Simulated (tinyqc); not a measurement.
Heated strip on a layer stack, thermal resistances with spreading: one step of the calculation.

A long strip of width ws dissipates Pw per length on three layers over a heat sink. Heat is taken to spread at 45 degrees, so the width of the flow grows by twice the depth: w1 = ws + 2 t1, w2 = w1 + 2 t2, w3 = w2 + 2 t3 at the bottoms of the layers. This is a rule of thumb, not a solution of the heat equation.

Task. Thermal resistances. Resistances times length: layer i, ln(w_i/w_(i-1))/(2 k_i) with w0 = ws; boundary, Rb/w1.

Values chosen for this exercise; conductivities close to those of gallium nitride (layer 1), silicon (layer 2) and solder (layer 3): width of the heated strip ws = 0.66 um; thickness of layer 1 t1 = 1.3 um; conductivity of layer 1 k1 = 171 W/(m K); boundary resistance between layers 1 and 2 Rb = 3.5 m^2 K/GW; thickness of layer 2 t2 = 350 um; conductivity of layer 2 at 300 K k2 = 162 W/(m K); thickness of layer 3 t3 = 20 um; conductivity of layer 3 k3 = 58.5 W/(m K).

Find: resistance times length.

Result.

resistance times length (K mm/W): layer 1 4.6703, boundary 1.0736, layer 2 16.586, layer 3 0.47281

The largest part, 72.7 % of the sum, is layer 2.

Computed by the program tinyqc: `OMP_NUM_THREADS=1 python tinyqc.py 2520105 2520106 out.jsonl`, one thread of a shared Intel Xeon 2.30GHz, about 0.01 s for the whole run.
